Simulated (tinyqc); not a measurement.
Square on-chip spiral inductor, lumped pi model: one step of the calculation.

Outer diameter do = di + 2 n wd + 2 (n - 1) sp, mean da = (do + di)/2, fill p = (do - di)/(do + di), length l = 4 n da. L = 2.34 mu0 n^2 da/(1 + 2.75 p), mu0 = 4 pi 1e-7 H/m. Rs = rho l/(wd delta (1 - exp(-th/delta))), delta = sqrt(rho/(pi f mu0)). Cs = n wd^2 eps0 eo/hu across the coil. At each end Cox = l wd eps0 eo/(2 ho) leads to the substrate branch Rsi = 2 rs he/(l wd) in parallel with Csi = l wd eps0 11.7/(2 he). With one end grounded Y = 1/(Rs + i w L) + i w Cs + 1/[1/(i w Cox) + 1/(1/Rsi + i w Csi)], w = 2 pi f; Q = -Im Y/Re Y. Eddy currents in neighbouring turns and in the substrate are left out.

Question. Geometry and model elements. do, l, L, delta, Rs, Cs, Cox, Rsi and Csi as defined.

Inputs (values chosen for the exercise); values of the order met in silicon radio-frequency processes: number of turns n = 6.5; line width wd = 15 um; space between turns sp = 1.5 um; inner diameter di = 140 um; metal thickness th = 3 um; metal resistivity rho = 3 uohm cm; oxide below the coil ho = 8.4 um; oxide between coil and underpass hu = 0.9 um; relative permittivity of the oxide eo = 3; substrate resistivity rs = 100 ohm cm; effective spreading depth in the substrate he = 50 um; frequency f = 1.3 GHz.

Constants: eps0 = 8.8541878128e-12 F/m. Results are converted to the units shown.

Wanted: do; l; L; delta; Rs; Cs; Cox; Rsi; Csi.

Answer.

do = 351.5 um
l = 6390 um
L = 13.98 nH
delta = 2.418 um
Rs = 7.435 ohm
Cs = 43.16 fF
Cox = 151.5 fF
Rsi = 1043 ohm
Csi = 99.29 fF

Numbers from tinyqc (`OMP_NUM_THREADS=1 python tinyqc.py 2302083 2302084 out.jsonl`; about 0.01 s on one thread of a shared Intel Xeon 2.30GHz).
